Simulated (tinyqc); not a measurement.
Inside a calculation: finite square well with mass mismatch (envelope functions). Values are carried at full precision from step to step, so a last printed digit may differ when a step is redone from the rounded ones.

A square well of width L and depth V0, mass mw inside and mb outside, energies from the bottom of the well, c = hbar^2/2m0. k = sqrt(mw E/c), kappa = sqrt(mb (V0 - E)/c). psi and psi'/m are continuous at the walls (BenDaniel-Duke), so level n solves k L + 2 atan[(k/mw)/(kappa/mb)] = n pi.

Constants: hbar^2/2m0 = 3.80998211 eV angstrom^2.

Inputs chosen for the exercise (near those of an InGaAs well in InP; not measured data):
- L = 248 angstrom (well width)
- V0 = 0.254 eV (barrier height)
- mw = 0.0403 m0 (mass in the well)
- mb = 0.0828 m0 (mass in the barrier)
- alpha_w = 1.05 1/eV (non-parabolicity in the well)
- alpha_b = 0.14 1/eV (non-parabolicity in the barrier)

## How many levels are bound

At E = V0 the arctangent equals pi/2, so level n is bound if k0 L > (n - 1) pi with k0 = sqrt(mw V0/c). Compare with the infinitely deep well, E1(hard) = c (pi/L)^2/mw.

k0 = 0.05183 1/angstrom
k0 L/pi = 4.0918
number of bound levels = 5
E1(hard) = 0.0152 eV

The count does not depend on mb. One more level binds at L = 303.0 angstrom.

## The lowest level by bisection

f(E) = k L + 2 atan[(k/mw)/(kappa/mb)] - pi rises with E. Twelve halvings of [0, V0]: keep the half in which f changes sign.

Bisection:
```
step  low (eV)  high (eV)  midpoint (eV)        k    kappa        f
1      0.00000    0.25400        0.12700  0.03665  0.05254   7.8713
2      0.00000    0.12700        0.06350  0.02592  0.06434   4.6684
3      0.00000    0.06350        0.03175  0.01833  0.06950   2.3962
4      0.00000    0.03175        0.01588  0.01296  0.07194   0.7810
5      0.00000    0.01588        0.00794  0.00916  0.07313  -0.3652
6      0.00794    0.01588        0.01191  0.01122  0.07253   0.2571
7      0.00794    0.01191        0.00992  0.01024  0.07283  -0.0383
8      0.00992    0.01191        0.01091  0.01074  0.07268   0.1128
9      0.00992    0.01091        0.01042  0.01050  0.07276   0.0381
10     0.00992    0.01042        0.01017  0.01037  0.07279   0.0001
11     0.00992    0.01017        0.01005  0.01031  0.07281  -0.0190
12     0.01005    0.01017        0.01011  0.01034  0.07280  -0.0094
```

After twelve halvings the bracket is V0/4096 = 0.062 meV wide.

## Bound levels

Solve the condition for each n (six at most). With A = cos(kL/2) for even and sin(kL/2) for odd levels, the probability in the barriers is Pb = (A^2/kappa)/(A^2/kappa + L/2 +/- sin(kL)/(2k)), + for even.

Levels:
```
n  parity  E (eV)  k (1/angstrom)  kappa (1/angstrom)      Pb
1    even  0.0102         0.01037             0.07279  0.0072
2     odd  0.0409         0.02081             0.06805  0.0278
3    even  0.0928         0.03133             0.05919  0.0614
4     odd  0.1653         0.04181             0.04391  0.1190
5    even  0.2498         0.05140             0.00958  0.4515
```

The lowest level lies at 67 % of the infinite-well value and decays into the barrier over 1/kappa = 13.7 angstrom.

## Mass in the plane and density of states

To first order in the in-plane energy, 1/m_par = (1 - Pb)/mw + Pb/mb for each subband. Each adds a step D = m_par/(2 pi c) to the density of states per area (spin included, one valley); 1/angstrom^2 = 1e16/cm^2.

Subbands:
```
n  m_par (m0)  D (1e13/(eV cm^2))
1      0.0404               1.690
2      0.0409               1.708
3      0.0416               1.738
4      0.0429               1.793
5      0.0525               2.191
```

## Levels with energy-dependent masses

Non-parabolic bands: mw is replaced by mw (1 + alpha_w E) and mb by mb (1 - alpha_b (V0 - E)), in k, kappa and the matching condition alike.

Solve the same condition with the energy-dependent masses, and list the shift from the parabolic levels that exist in both.

Levels:
```
n  E (eV)  mass inside  mass outside  shift (meV)
1  0.0102       0.0407        0.0800          0.0
2  0.0400       0.0420        0.0803         -1.0
3  0.0873       0.0440        0.0809         -5.5
4  0.1483       0.0466        0.0816        -17.0
5  0.2174       0.0495        0.0824        -32.3
```

Level 1 moves by 0.0 meV and level 5 by -32.3 meV.

## Checks

- Lowest level by finite differences (200 cells across the well) against the matching condition, eV: both 0.0102.

tinyqc: `OMP_NUM_THREADS=1 python tinyqc.py 1252329 1252330 out.jsonl`; about 0.01 s, one thread, shared Intel(R) Xeon(R) Processor @ 2.30GHz.
